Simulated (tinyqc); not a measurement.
# Floating body of a partially depleted SOI transistor: body voltage and kink: what changes with what

Source at 0 V. Channel current Ic = 2 nf K Vt^2 [F(0) - F(Vd)](1 + la Vd), F(V) = ln^2(1 + exp((Vg - VT - nf V)/(2 nf Vt))), VT = VT0 - gb Vb. Saturation voltage Vs = 2 Vt sqrt(F(0)) + 3 Vt, excess Ve = (Vd - Vs + sqrt((Vd - Vs)^2 + 0.0004 V^2))/2, multiplication M1 = Ai Ve exp(-Bl/Ve). Each junction passes D(v) = J1 (exp(v/Vt) - 1) + J2 (exp(v/(2 Vt)) - 1). Bipolar current Ib = bb J1 (exp(Vb/Vt) - 1). The body settles where M1 (Ic + Ib) = D(Vb) + D(Vb - Vd) + Vb/Rb; drain current Id = (1 + M1)(Ic + Ib) - D(Vb - Vd).

Parameters, values chosen for the exercise; values of the order met in partially depleted silicon-on-insulator transistors: temperature T = 300 K; threshold at zero body voltage VT0 = 0.37 V; fall of the threshold per volt of body voltage gb = 0.28; slope factor nf = 1.32; gain factor per width K = 590 uA/(V^2 um); channel-length modulation factor la = 0.08 1/V; impact-ionisation prefactor Ai = 1.12 1/V; impact-ionisation voltage Bl = 6.1 V; diffusion saturation current of each junction J1 = 1.5e-12 uA/um; recombination saturation current of each junction J2 = 4.4e-8 uA/um; gain of the lateral bipolar transistor on the diffusion current bb = 3; resistance of a weak body tie to the source (1e9 stands for no tie, and the term is then dropped) Rb = 40000 kohm um; gate voltage Vg = 0.74 V; drain voltage Vd = 2.2 V.

Constants: q = 1.602176634e-19 C, kB = 1.380649e-23 J/K, Vt = kB T/q. Results are converted to the units shown.

Each table varies one quantity; the others keep the values above.

## Output curve and kink

Rows with more than one solution for Vb (latch) are left out; dId/dVd by a forward difference over 1e-4 V, swing = 1e-4 V over the change of log10 Id; M1 under 1e-12 is printed as 0.

Output curve and kink:
```
Vd (V)   Vb (V)        M1  Id, floating (uA/um)  Id, grounded (uA/um)  ratio  dId/dVd, floating (uS/um)  dId/dVd, grounded (uS/um)
1       0.06263  4.314e-5                 36.29                 33.10  1.097                      51.98                      2.481
1.2      0.4954  2.104e-4                 63.41                 33.61  1.887                      171.8                      2.675
1.4      0.6338  0.001227                 74.78                 34.19  2.187                      29.33                      3.210
1.6      0.6762  0.004776                 80.29                 34.92  2.299                      27.97                      4.162
1.8      0.7051   0.01292                 86.58                 35.88  2.413                      36.25                      5.497
2        0.7274   0.02762                 95.35                 37.14  2.567                      53.10                      7.134
2.2      0.7460   0.05039                 108.6                 38.75  2.803                      82.22                      8.981
```

What does the comparison show?

Vb rises from 0.0626 to 0.746 V and the ratio of the currents rises from 1.10 to 2.80. The output conductance with a floating body exceeds the grounded value by the largest factor among the rows, 64.2, at Vd = 1.2 V, where Vb = 0.495 V and M1 = 2.10e-4.

## Transfer curve and swing

Same model as above.

Transfer curve and swing:
columns A: Vg (V); B: Vb (V); C: M1; D: Id, floating (uA/um); E: Id, grounded (uA/um); F: ratio; G: swing, floating (mV/decade); H: swing, grounded (mV/decade)
```
A             B        C         D         E      F      G      H
-0.08  1.407e-5   0.1342  2.644e-6  2.644e-6  1.000  79.95  79.96
0.02   2.316e-4   0.1342  4.862e-5  4.853e-5  1.002  78.73  78.88
0.12   0.004361   0.1339  9.228e-4  8.908e-4  1.036  76.80  79.59
0.22     0.6589   0.1222     1.904   0.01538  123.8  101.6  82.84
0.32     0.7014   0.1073     9.920    0.2130  46.58  193.0  95.22
0.42     0.7224  0.09167     25.21     1.736  14.52  314.8  131.7
0.52     0.7342  0.07714     46.32     7.187  6.444  452.0  203.5
0.62     0.7413  0.06409     72.15     18.19  3.967  593.9  302.5
0.72     0.7454  0.05253     102.1     34.78  2.937  735.4  415.0
```

Read the table: what changes, and by how much?

Vb rises from 1.41e-5 to 0.745 V. The smallest swing among the rows is 76.8 mV a decade with a floating body (at Vg = 0.12 V) and 78.9 with a grounded one; Vt ln 10 = 59.5. The floating swing is smaller by more than 3 % for Vg = 0.12 V, where the rising Vb lowers the threshold as Vg rises. In the first row the floating body raises the current by a factor of 1.00.

Range of the model: The multiplication law is an empirical form chosen for the exercise; self-heating and capacitive coupling to the body are left out, and the linear laws are rough once Vb passes about 0.7 V or M1 about 0.1.

Program tinyqc, `OMP_NUM_THREADS=1 python tinyqc.py 2182221 2182222 out.jsonl`; Intel Xeon 2.30GHz, shared host, one thread, about 0.2 s.
